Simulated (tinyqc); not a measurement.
Pariser-Parr-Pople SCF with singles CI, for the molecule C=CC(F)=CC=C[CH2+] (SMILES; centres numbered as the heavy atoms are written), step by step. Computed by tinyqc, a small Python program that keeps every step. Settings: charge = 1, gamma = Ohno, start = huckel, damping = 0.3, iteration cap = 79, excitations kept = 9. Command: `OMP_NUM_THREADS=1 python tinyqc.py 26241 26242 out.jsonl` (the two numbers bound the seeds that draw the settings). One thread of a shared host (Intel(R) Xeon(R) Processor @ 2.60GHz), about 0.01 s of CPU time with the checks. Later iterations appear only in the table of the cycle.

## PPP integrals

Centres (angstrom, eV; a flat drawing with bonds scaled to 1.40 angstrom):
```
centre          x          y  core charge z          W   gamma_rr
1C      -3.486000   0.073000              1  11.160000  11.130000
2C      -2.243000   0.716000              1  11.160000  11.130000
3C      -1.064000  -0.039000              1  11.160000  11.130000
4F      -1.128000  -1.437000              2  39.000000  21.400000
5C       0.180000   0.605000              1  11.160000  11.130000
6C       1.359000  -0.150000              1  11.160000  11.130000
7C       2.602000   0.493000              1  11.160000  11.130000
8C       3.781000  -0.262000              1  11.160000  11.130000
```

Resonance integrals (eV):
```
i  j       beta
1  2  -2.390000
2  3  -2.390000
3  4  -2.100000
3  5  -2.390000
5  6  -2.390000
6  7  -2.390000
7  8  -2.390000
```

Ohno: gamma = 14.399645/sqrt(R^2 + a^2), a = 2 x 14.399645/(gamma_rr + gamma_ss); H_rr = -W_r - sum_(s != r) z_s gamma_rs; H_rs = beta for bonds.

repulsion gamma_rs (eV), lower triangle:
```
           1C         2C         3C         4F         5C         6C         7C         8C
1C  11.130000
2C   7.555424  11.130000
3C   5.239712   7.553793  11.130000
4F   4.903388   5.578737   8.695523  21.400000
5C   3.669796   5.238109   7.551502   5.577903  11.130000
6C   2.868615   3.669584   5.238109   4.903026   7.553793  11.130000
7C   2.308336   2.868615   3.669796   3.354968   5.239712   7.555424  11.130000
8C   1.948830   2.308190   2.868615   2.809844   3.670236   5.239712   7.553793  11.130000
```

core matrix H (eV), lower triangle:
```
            1C          2C          3C          4F          5C          6C          7C          8C
1C  -44.557488
2C   -2.390000  -51.511190
3C    0.000000   -2.390000  -60.672574
4F    0.000000    0.000000   -2.100000  -74.823388
5C    0.000000    0.000000   -2.390000    0.000000  -55.238954
6C    0.000000    0.000000    0.000000    0.000000   -2.390000  -53.091289
7C    0.000000    0.000000    0.000000    0.000000    0.000000   -2.390000  -47.065611
8C    0.000000    0.000000    0.000000    0.000000    0.000000    0.000000   -2.390000  -40.369064
```

## Starting guess

pi electrons, sum of z_r less the charge = 8

Orbitals of the Hueckel matrix of the beta values.

P at the start, lower triangle:
```
           1C         2C         3C         4F         5C        6C        7C        8C
1C   1.000000
2C   0.903074   1.000000
3C   0.000000   0.419415   1.000000
4F  -0.408951   0.000000   0.777474   1.000000
5C  -0.124330   0.000000   0.461340   0.000000   1.000000
6C   0.000000  -0.082405   0.000000  -0.372113   0.788301  1.000000
7C   0.041925   0.000000  -0.082405   0.000000   0.000000  0.483035  1.000000
8C   0.000000   0.041925   0.000000   0.299707  -0.387671  0.000000  0.870706  1.000000
```

## Iteration 1: Fock matrix

F_rr = H_rr + P_rr gamma_rr / 2 + sum_(s != r) P_ss gamma_rs; F_rs = H_rs - P_rs gamma_rs / 2; E = tr P (H + F) / 2 + core repulsion sum_(r<s) z_r z_s gamma_rs.

F (eV), lower triangle:
```
            1C          2C          3C          4F          5C          6C         7C         8C
1C  -10.498388
2C   -5.801554  -11.173737
3C    0.000000   -3.974085  -14.290523
4F    1.002623    0.000000   -5.480273  -28.300000
5C    0.228133    0.000000   -4.131904    0.000000  -11.172903
6C    0.000000    0.151196    0.000000    0.912240   -5.367332  -10.498026
7C   -0.048389    0.000000    0.151205    0.000000    0.000000   -4.214767  -8.949968
8C    0.000000   -0.048386    0.000000   -0.421065    0.711422    0.000000  -5.678567  -8.404844
```

pi energy = -128.801165 eV

## Iteration 1: orbitals and new P

Diagonalise F (the basis is taken as orthonormal) and form P = 2 sum c c over the lowest orbitals; 0.3 of the old P is kept.

orbital energies (eV): -30.419706  -19.414372  -17.423477  -14.796638  -10.596411  -5.287000  -3.819013  -1.531770

P after iteration 1, lower triangle:
```
           1C         2C         3C         4F         5C        6C        7C        8C
1C   0.841377
2C   0.868428   1.008376
3C   0.154385   0.462480   0.919775
4F  -0.241045  -0.060298   0.482236   1.609790
5C  -0.207529  -0.049510   0.584905  -0.102752   0.995403
6C  -0.120437  -0.118127   0.157071  -0.227278   0.708062  0.849751
7C   0.102959   0.025279  -0.175846   0.057155  -0.006485  0.526425  0.987532
8C   0.135388   0.076834  -0.193700   0.196289  -0.278181  0.195495  0.817392  0.787995
```

## Iteration 2: Fock matrix

As before.

F (eV), lower triangle:
```
           1C          2C          3C          4F          5C          6C          7C         8C
1C  -9.637974
2C  -5.670671  -10.630272
3C  -0.404467   -4.136741  -11.678046
4F   0.590968    0.168192   -4.196647  -24.603752
5C   0.380794    0.129668   -4.598454    0.286570  -10.919575
6C   0.172744    0.216738   -0.411376    0.557174   -5.064276  -10.428629
7C  -0.118832   -0.036257    0.322660   -0.095876    0.016991   -4.378681  -10.370782
8C  -0.131924   -0.088673    0.277825   -0.275770    0.510496   -0.512168   -5.477205  -9.289477
```

pi energy = -135.688575 eV

## Iteration 2: orbitals and new P

As before.

orbital energies (eV): -26.008421  -19.118583  -17.466969  -15.128141  -8.877571  -5.331161  -3.319010  -2.308652

P after iteration 2, lower triangle:
```
           1C         2C         3C         4F         5C        6C        7C        8C
1C   0.770657
2C   0.856293   1.028127
3C   0.220565   0.478752   0.824500
4F  -0.168981  -0.076820   0.374074   1.815692
5C  -0.221865  -0.054967   0.616743  -0.120728   1.025404
6C  -0.168360  -0.133141   0.223076  -0.163324   0.688507  0.786280
7C   0.102307   0.027238  -0.176583   0.056770  -0.032219  0.524667  1.018049
8C   0.160044   0.084802  -0.223821   0.133025  -0.261834  0.241290  0.821169  0.731290
```

## Iteration 3: Fock matrix

As before.

F (eV), lower triangle:
```
           1C          2C          3C          4F          5C          6C          7C         8C
1C  -9.483942
2C  -5.624826  -10.744802
3C  -0.577849   -4.198195  -10.795772
4F   0.414290    0.214280   -3.726386  -23.666452
5C   0.407100    0.143961   -4.718667    0.336704  -11.007327
6C   0.241480    0.244287   -0.584249    0.400392   -4.990421  -10.241681
7C  -0.118080   -0.039068    0.324011   -0.095230    0.084410   -4.372039  -10.717080
8C  -0.155949   -0.097870    0.321028   -0.186889    0.480497   -0.632145   -5.491472  -9.383967
```

pi energy = -137.945994 eV

## Iteration 3: orbitals and new P

As before.

orbital energies (eV): -24.810603  -19.115159  -17.525425  -15.221912  -8.373030  -5.346035  -3.358086  -2.290773

P after iteration 3, lower triangle:
```
           1C         2C         3C         4F         5C        6C        7C        8C
1C   0.736480
2C   0.852801   1.048571
3C   0.245787   0.483145   0.761572
4F  -0.131950  -0.079958   0.325545   1.890239
5C  -0.222189  -0.054396   0.624601  -0.120513   1.056321
6C  -0.183842  -0.137691   0.249500  -0.129454   0.683682  0.752197
7C   0.094529   0.025779  -0.165848   0.049475  -0.050434  0.516399  1.043338
8C   0.157710   0.084278  -0.219264   0.097443  -0.258330  0.252901  0.829310  0.711283
```

## Convergence

Stop when output and input P, before any damping, agree to 1e-7.

Course of the cycle:
```
iteration         E (eV)  largest |P(out) - P(in)|
1          -128.80116491                  8.71e-01
2          -135.68857528                  2.94e-01
3          -137.94599380                  1.06e-01
4          -138.71546419                  5.44e-02
5          -138.98031521                  3.24e-02
6          -139.07202043                  1.93e-02
7          -139.10400130                  1.16e-02
8          -139.11525386                  7.05e-03
9          -139.11925402                  4.31e-03
10         -139.12069204                  2.66e-03
11         -139.12121505                  1.65e-03
...                  ...                       ...
23         -139.12152284                  6.54e-06
24         -139.12152285                  4.16e-06
25         -139.12152285                  2.65e-06
26         -139.12152285                  1.69e-06
27         -139.12152285                  1.08e-06
28         -139.12152285                  6.91e-07
29         -139.12152285                  4.42e-07
30         -139.12152285                  2.83e-07
31         -139.12152285                  1.81e-07
32         -139.12152285                  1.16e-07
33         -139.12152285                  7.44e-08
```

Converged in 33 iterations.

## Converged orbitals

Charges are z - P_rr.

orbital energies (eV): -24.330714  -19.081044  -17.582927  -15.375877  -8.027539  -5.363001  -3.390430  -2.263511

coefficients:
```
         MO1        MO2        MO3        MO4        MO5        MO6        MO7        MO8
1C  0.027089   0.184181   0.410413  -0.379133  -0.445073   0.500833  -0.396753  -0.216393
2C  0.082192   0.311470   0.558398  -0.364128   0.004967  -0.316449   0.483392   0.343513
3C  0.274481   0.372205   0.296359   0.177290   0.545251  -0.238824  -0.344193  -0.440521
4F  0.953171  -0.205199  -0.131945  -0.059486  -0.131322   0.049046   0.060420   0.071480
5C  0.087537   0.509371   0.007089   0.544255   0.025608   0.459471   0.022636   0.473639
6C  0.029981   0.484997  -0.283032   0.171854  -0.540695  -0.258924   0.297606  -0.454177
7C  0.008325   0.381034  -0.469070  -0.421933   0.006827  -0.285614  -0.480129   0.380189
8C  0.002432   0.220347  -0.338128  -0.430029   0.440781   0.479430   0.408894  -0.246678
```

pi charges: 1C 0.306326, 2C -0.096333, 3C 0.333726, 4F 0.056822, 5C -0.126769, 6C 0.308477, 7C -0.086621, 8C 0.304371

## Singles CI, singlets

Over the 9 single excitations with the smallest orbital gaps: A = (e_a - e_i) delta + 2 (ia|jb) - (ij|ab), with (pq|rs) = sum c_mp c_mq gamma_mn c_nr c_ns. f = 2/3 w |mu|^2 in atomic units, mu = sqrt2 sum c_ia sum_m c_mi c_ma R_m.

singlet CI matrix (eV), lower triangle:
```
           4>5        3>5        4>6        2>5        4>7        3>6        4>8       2>6
4>5   3.600288
3>5   0.036484   5.541731
4>6  -0.048873  -0.090704   6.163303
2>5  -0.131047  -0.035184   0.009295   6.385244
4>7   0.275763  -0.003254  -0.072317  -0.094416   7.584962
3>6  -0.968906   0.141160   0.007018   0.471846  -0.386593   7.850358
4>8  -0.012983  -0.143490  -0.293801   0.034844   0.082555  -0.020029   8.127284
2>6   0.118598   0.870499  -0.248686  -0.118395   0.020290  -0.049470  -0.213466  8.873160
3>7  -0.016209   0.331099  -0.733341   0.020050   0.013575   0.168727   0.852527  0.722100

          3>7
3>7  9.559624
```

singlet excitation energies (eV): 3.377482  5.309577  5.996869  6.250091  7.352163  7.507427  8.445392  8.988256  10.458698

oscillator strengths: 1.491450  0.004050  0.171145  0.008360  0.050283  0.036015  0.003621  0.004817  0.102895

## Singles CI, triplets

Over the 9 single excitations with the smallest orbital gaps: A = (e_a - e_i) delta - (ij|ab), with (pq|rs) = sum c_mp c_mq gamma_mn c_nr c_ns.

triplet CI matrix (eV), lower triangle:
```
           4>5        3>5        4>6        2>5        4>7        3>6        4>8       2>6
4>5   1.849776
3>5   0.007702   4.094671
4>6  -0.191159  -1.227154   4.438309
2>5  -0.425988  -0.017775   0.083610   5.107816
4>7   0.275595   0.005767  -0.191923   0.694813   6.477813
3>6  -1.227154   0.303918   0.084765   1.293516  -1.429332   6.771357
4>8  -0.028569   0.065810  -0.374633  -0.033631   0.175119  -0.016756   7.216361
2>6   0.083610   1.293516  -0.197250  -0.247194   0.105389  -0.049083  -1.013841  8.115752
3>7   0.005767   0.147896  -1.429332   0.040595   0.017700   0.330622   1.448041  1.183169

          3>7
3>7  8.457560
```

triplet excitation energies (eV): 1.546034  2.661563  3.731023  4.958742  5.602567  6.495757  8.423573  8.930830  10.179326
